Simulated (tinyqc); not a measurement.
Against thickness at fixed field: leakage through a gate insulator: direct, Fowler-Nordheim, trap-assisted and Poole-Frenkel currents. Computed by tinyqc, a small Python program. Command: `OMP_NUM_THREADS=1 python tinyqc.py 3002953 3002954 out.jsonl oxideleak walk`. One thread of a shared host (Intel(R) Xeon(R) Processor @ 2.30GHz), about 0.01 s of CPU time with the checks.

Electrons enter from the cathode Fermi level at x = 0; the conduction band of the insulator lies phi_b - e F x above it, F = V/t. WKB exponents use a parabolic band with mass m.

Inputs (values chosen for the exercise, with an insulator like SiO2):
```
quantity                          value   unit
thickness t                         1.5     nm
barrier phi_b                      3.14     eV
tunnelling mass m                  0.43    m_0
static constant eps_ox             3.78      -
voltage across the insulator V     0.82      V
trap depth phi_t                    1.7     eV
trap density N_t                4.6e+17  cm^-3
attempt rate nu_0                 3e+13    1/s
activation of capture E_a         0.071     eV
temperature T                       450      K
```

Constants: hbar^2/(2 m_0) = 3.80998212 eV angstrom^2; e = 1.602176634e-19 C; hbar = 1.054571817e-34 J s; k_B = 8.617333262e-05 eV/K.

Method:
- For a level a distance phi(x) below the band, the WKB exponent is 2 int kappa dx with kappa = sqrt(m phi/(hbar^2/2m_0)); for a linear barrier from phi_1 down to phi_2 = max(phi_1 - e F d, 0) it is G = (4/3) sqrt(m/(hbar^2/2m_0)) (phi_1^(3/2) - phi_2^(3/2))/(e F).
- J_tun = e^3 F^2/(16 pi^2 hbar m phi_b) x exp(-G) / [1 - sqrt(phi_2/phi_b)]^2 with the free-electron mass in the cathode (m in m_0), phi_2 = max(phi_b - e V, 0): direct tunnelling for e V < phi_b, Fowler-Nordheim above. Image forces, back-flow and the limit on supply are left out, so J_tun is overstated below about 0.5 V.
- Equivalent oxide thickness = 3.9 t/eps_ox.
- A trap at depth x lies phi_t below the band. Capture: tunnel at the cathode Fermi level from 0 to x (G_in from phi_1 = phi_b), rate nu_0 exp(-G_in - E_c/k_B T) with E_c = E_a + max(phi_b - phi_t - e F x, 0), the last term being the height of the trap above the cathode Fermi level. Emission: tunnel from the trap level to the anode (G_out from phi_1 = phi_t over t - x), rate nu_0 exp(-G_out - E_a/k_B T). Re-emission to the cathode follows from detailed balance, rate_back = rate_in exp(dE/k_B T) with dE = phi_b - phi_t - e F x. Each trap passes R = rate_in rate_out/(rate_in + rate_back + rate_out) electrons per second; filling from the anode is left out.
- J_TAT = e N_t int_0^t R dx by the midpoint rule on 400 intervals; the most effective depth is the midpoint with the largest R, rounded to 0.01 nm.

field F = 5.46667 MV/cm

Currents:
```
t (nm)   V (V)  J_tun (A/cm^2)  J_TAT (A/cm^2)
1.2     0.6560      3.7771e+03      2.1638e-11
1.6     0.8747      3.2372e+01      9.2356e-11
2.2     1.2027      4.6313e-02      1.0867e-09
3.0     1.6400      1.9538e-05      1.3365e-08
4.0     2.1867      5.5051e-09      1.3559e-08
5.5     3.0067      1.2780e-12      1.3479e-08
7.5     4.1000      5.4058e-13      1.3490e-08
10.0    5.4667      5.4058e-13      1.3482e-08
```

What does the comparison show, and why?

Between the first rows J_tun falls by 5.17 decades per nm. From t = phi_b/(e F) = 5.74 nm it stops changing, since a triangular barrier does not feel the thickness. J_TAT overtakes J_tun between 3 and 4 nm.

Extremes, crossings and ranges named in words are read from the listed rows.
